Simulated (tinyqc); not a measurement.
Hubbard ring of 4 sites, step by step. One step of it, computed by the program tinyqc.

Task: Mean-field iteration 1. H(up) = T + U n(down), H(down) = T + U n(up); fill the lowest levels; n(new) = n + mixing (n(out) - n); E = tr T (rho up + rho down) + U sum n_up n_down of the output.

one-body matrix (hopping and site energies) (eV), lower triangle:
```
,1,2,3,4
1,0.000000
2,-0.550000,0.000000
3,0.000000,-0.550000,0.000000
4,-0.550000,0.000000,-0.550000,0.000000
```

U = 3.700000 eV

electrons, up and down: 2  2

mixing = 1

n(up) at the start (a guess, not normalised): 1 0.950000, 2 0.050000, 3 0.950000, 4 0.050000

n(down) at the start (a guess): 1 0.050000, 2 0.950000, 3 0.050000, 4 0.950000

Give: levels, up; levels, down; energy; n(up) after iteration 1; n(down) after iteration 1.

Result:

levels, up (eV): -0.1456  0.1850  3.5150  3.8456

levels, down (eV): -0.1456  0.1850  3.5150  3.8456

energy = -0.6252 eV

n(up) after iteration 1: 1 0.9586, 2 0.0414, 3 0.9586, 4 0.0414

n(down) after iteration 1: 1 0.0414, 2 0.9586, 3 0.0414, 4 0.9586
